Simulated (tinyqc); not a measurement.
Two-band massive Dirac model of the K valleys, step by step. Values are carried at full precision from step to step, so a last printed digit may differ when a step is redone from the rounded ones.

Basis (conduction, valence): H = [[D/2, a t (tau kx - i ky)], [a t (tau kx + i ky), -D/2 + lam tau sz]], valley tau = +/-1, spin sz = +/-1. The gap of a spin and valley is G = D - lam tau sz. Berry curvature Omega = curl of i<u|grad u>; for the conduction band Omega_c = -tau 2 a^2 t^2 G/(G^2 + 4 a^2 t^2 k^2)^(3/2), and Omega_v = -Omega_c.

Constants: hbar^2/2m0 = 3.80998211 eV angstrom^2.

Parameters, chosen for this exercise (near those used for monolayer MoS2; not measured data): a = 3.184 angstrom (lattice constant); D = 1.73 eV (gap parameter); t = 1.11 eV (effective hopping); lam = 0.07 eV (half the valence spin splitting); tau = -1 (valley); sz = 1 (spin); k = (-0.119, 0.039) 1/angstrom (wave vector from the valley); h = 0.04 1/angstrom (side of the plaquette).

## Band edges of the four flavours

At k = 0: Ec = D/2, Ev = -D/2 + lam tau sz; mass m/m0 = c G/(a t)^2 for both bands, c = hbar^2/2m0; Omega_c(0) = -2 tau a^2 t^2/G^2.

Edges:
```
tau  sz  Ec (eV)  Ev (eV)  G (eV)  mass (m0)  Omega_c (angstrom^2)
1     1   0.8650  -0.7950  1.6600     0.5063                -9.066
1    -1   0.8650  -0.9350  1.8000     0.5490                -7.710
-1    1   0.8650  -0.9350  1.8000     0.5490                 7.710
-1   -1   0.8650  -0.7950  1.6600     0.5063                 9.066
```

The top of the valence band has spin up at tau = +1 and spin down at tau = -1: spin and valley are locked, with 140 meV between the two valence bands (A and B transitions at 1.660 and 1.800 eV, without exciton binding).

## H at one k

Fill in the matrix and diagonalise: E = lam tau sz/2 -/+ sqrt(G^2/4 + a^2 t^2 k^2).

H (eV):
```
                c               v
c          0.8650  0.4206-0.1378i
v  0.4206+0.1378i         -0.9350
```

levels (eV): -1.0379  0.9679

cos(theta) = G/(E+ - E-) = 0.8974

## Curvature, orbital moment and circular dichroism

Omega_c from the formula; orbital moment of both bands m = -tau (a t)^2 G/(c (G^2 + 4 a^2 t^2 k^2)) in Bohr magnetons (charge -e), c = hbar^2/2m0; interband strengths |P+/-|^2 proportional to (1 +/- tau cos(theta))^2 for P+/- = Px +/- i Py, and eta = (|P+|^2 - |P-|^2)/(|P+|^2 + |P-|^2) = 2 tau cos(theta)/(1 + cos^2(theta)).

Omega_c = 5.572 angstrom^2
orbital moment = 1.467 muB
eta = -0.9942

All three change sign with the valley. The selection rule, exact at k = 0, still holds to 99.4 % here.

## The curvature from a plaquette

Corners counter-clockwise around k, from (-h/2, -h/2); upper eigenvector u with its first component real and positive; Omega = -(sum of arg <u_j|u_(j+1)>)/h^2.

Corners:
```
j       kx      ky      u_c               u_v  arg <u_j|u_j+1> (rad)
1  -0.1390  0.0190  0.96847  0.24683+0.03374i               0.002513
2  -0.0990  0.0190  0.98229  0.18400+0.03531i               0.013503
3  -0.0990  0.0590  0.97751  0.18117+0.10797i              -0.007578
4  -0.1390  0.0590  0.96440  0.24342+0.10332i              -0.017330
```

Omega_c from the plaquette = 5.557 angstrom^2

The formula at the centre gives 5.572; the plaquette averages over its area.

## Checks

- Curvature formula against a plaquette of side 1e-4: both 5.5717.
- Eta against the matrix elements of dH/dkx +/- i dH/dky: both -0.99416.

Computed by tinyqc, a small Python program: `OMP_NUM_THREADS=1 python tinyqc.py 1451997 1451998 out.jsonl` (the numbers bound the seed that draws the inputs); one thread of a shared host (Intel(R) Xeon(R) Processor @ 2.30GHz), about 0.01 s for the whole set of steps.
